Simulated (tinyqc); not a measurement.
Electron continuity equation in a given potential, Scharfetter-Gummel discretisation: one step of the calculation.

Steady state in one dimension: J = q mu n E + q D dn/dx with E = -dpsi/dx and D = mu Vt, dJ/dx = q (n/tau - G), fixed densities nL and nR at the ends. The potential is given, psi = U (x/L)^2, and is not changed by the electrons.

Problem. Bernoulli factors. d_i = (psi_(i+1) - psi_i)/Vt; B(d) = d/(exp(d) - 1), B(0) = 1. The flux on interval i is J_i = (q D/h) [n_(i+1) B(d_i) - n_i B(-d_i)].

Parameters, values chosen for the exercise: temperature T = 450 K.

Constants: q = 1.602176634e-19 C, kB = 1.380649e-23 J/K, Vt = kB T/q. Results are converted to the units shown.

psi, node 0 to 12 (V): [0.0000000, 0.0083333, 0.0333333, 0.0750000, 0.1333333, 0.2083333, 0.3000000, 0.4083333, 0.5333333, 0.6750000, 0.8333333, 1.0083333, 1.2000000]

Wanted: d_i; B(d_i); B(-d_i).

Solution.

```
interval    d_i   B(d_i)  B(-d_i)
0         0.215   0.8964    1.111
1         0.645   0.7121    1.357
2         1.074   0.5572    1.632
3         1.504   0.4297    1.934
4         1.934   0.3268    2.261
5         2.364   0.2454    2.609
6         2.794   0.1821    2.976
7         3.223   0.1337    3.357
8         3.653  0.09716    3.750
9         4.083  0.07000    4.153
10        4.513  0.05004    4.563
11        4.943  0.03552    4.978
```

The largest |d_i| is 4.94, above 2, where central differences lose the sign pattern that keeps densities positive.

Numbers from tinyqc (`OMP_NUM_THREADS=1 python tinyqc.py 2220066 2220067 out.jsonl`; about 0.01 s on one thread of a shared Intel Xeon 2.30GHz).
